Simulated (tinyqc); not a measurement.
Memristor with linear dopant drift, Joglekar window: two steps of the calculation.

A film of thickness D has a doped share x: R = Ron x + Roff (1 - x), i = v/R, dx/dt = k i F with k = mv Ron/D^2 and F = 1 - (2 x - 1)^(2 p). The drive is v = V0 sin(2 pi f t). The model has no threshold and no heating.

Parameters, values chosen for the exercise: resistance of the fully doped film Ron = 100 ohm; resistance of the undoped film Roff = 16000 ohm; film thickness D = 5 nm; dopant mobility mv = 8e-15 m^2/(V s); doped share at t = 0 x0 = 0.34; amplitude V0 = 1 V; window exponent p = 3; frequency f = 6.5 Hz.

Question 1. Rate constant, charge and flux scales. k = mv Ron/D^2; R0 = R(x0); without a window the film fills (x = 1) after the charge (1 - x0)/k and the flux (R0^2 - Ron^2)/(2 k (Roff - Ron)); half a period supplies the flux V0/(pi f).

Find: k; R0; charge to fill; flux to fill; flux of half a period.

Answer 1.

k = 3.200e4 1/C
R0 = 1.059e4 ohm
charge to fill = 20.62 uC
flux to fill = 0.1103 V s
flux of half a period = 0.04897 V s

Half a period supplies 44.4 % of the flux to fill.

Question 2. One Runge-Kutta step. Step h = 1/(12 f), from t = j h. With g(t, x) = dx/dt: k1 = g(t, x), k2 = g(t + h/2, x + h k1/2), k3 = g(t + h/2, x + h k2/2), k4 = g(t + h, x + h k3), x(new) = x + h (k1 + 2 k2 + 2 k3 + k4)/6.

x at step 1 = 0.34997498
j = 1

Give: k1..k4; x at step 2.

Answer 2.

k1..k4 (1/s): [1.532, 2.200, 2.215, 2.775]
x at step 2 = 0.3780

Program tinyqc, `OMP_NUM_THREADS=1 python tinyqc.py 2880121 2880122 out.jsonl`; Intel Xeon 2.30GHz, shared host, one thread, about 0.3 s.
